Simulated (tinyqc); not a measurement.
Inside a calculation: density of states of one tight-binding band of a chain. Values are carried at full precision from step to step, so a last printed digit may differ when a step is redone from the rounded ones.

E(k) = -2 t cos(2 pi k) - 2 t2 cos(4 pi k); k in fractions of the reciprocal vectors, mesh k_i = j/N with j = 0 .. N-1. Densities are per cell and per spin, so the band holds one state.

Inputs chosen for the exercise:
- t = 1.55 eV (nearest hopping)
- t2 = -0.23 eV (second hopping)
- N = 8 (mesh points along each axis)
- bins = 10 (bins of the histogram)
- E_lo = -2.713 eV (lower end of the histogram)
- E_hi = 3.617 eV (upper end)
- E = -1.21 eV (energy at which the density is wanted)
- sigma = 0.31 eV (Gaussian width)

## Energies on the mesh

Evaluate the band at all 8 points and collect equal values.

Distinct energies:

| E_k (eV) | points |
|---|---|
| -2.6400 | 1 |
| -2.1920 | 2 |
| -0.4600 | 2 |
| 2.1920 | 2 |
| 3.5600 | 1 |

The 8 points give 5 distinct energies between -2.6400 and 3.5600 eV; a dense mesh gives a band from -2.640 to 3.560 eV.

## Histogram

Count the points in equal bins from E_lo to E_hi; g = count/(all points x bin width).

Histogram:

| from (eV) | to (eV) | points | g (1/eV) |
|---|---|---|---|
| -2.7130 | -2.0800 | 3 | 0.5924 |
| -2.0800 | -1.4470 | 0 | 0.0000 |
| -1.4470 | -0.8140 | 0 | 0.0000 |
| -0.8140 | -0.1810 | 2 | 0.3949 |
| -0.1810 | 0.4520 | 0 | 0.0000 |
| 0.4520 | 1.0850 | 0 | 0.0000 |
| 1.0850 | 1.7180 | 0 | 0.0000 |
| 1.7180 | 2.3510 | 2 | 0.3949 |
| 2.3510 | 2.9840 | 0 | 0.0000 |
| 2.9840 | 3.6170 | 1 | 0.1975 |

Empty bins: 6 of 10; the fullest holds 3 points. Empty bins inside the band come from the coarse mesh, not from gaps.

## Gaussian broadening at one energy

Gaussian broadening: g(E) = mean over the mesh of exp(-(E - E_k)^2/(2 sigma^2))/(sigma sqrt(2 pi)), n(E) = mean of erfc((E_k - E)/(sigma sqrt 2))/2.

Sum over the distinct energies with their counts.

n(E) = 0.3768
g(E) = 0.0194 1/eV

## Sum over all linear segments

Each interval of the mesh is a segment with E linear in k: n = (E - e1)/(e2 - e1), g = 1/(e2 - e1) between its end values.

Average n and g over all pieces of the mesh. The reference uses the same method with N = 4000.

n(E) = 0.3917
g(E) = 0.1443 1/eV
reference n(E) = 0.415
reference g(E) = 0.126 1/eV

On this mesh the linear method errs by +0.018 1/eV in g and -0.024 in n; the Gaussian sum erred by -0.107 and -0.039.

## Checks

- States below the top of the band by the linear method against one: both 1.000000.

(tinyqc, `OMP_NUM_THREADS=1 python tinyqc.py 1652524 1652525 out.jsonl`, Intel(R) Xeon(R) Processor @ 2.30GHz, 1 thread, shared host, about 0.01 s.)
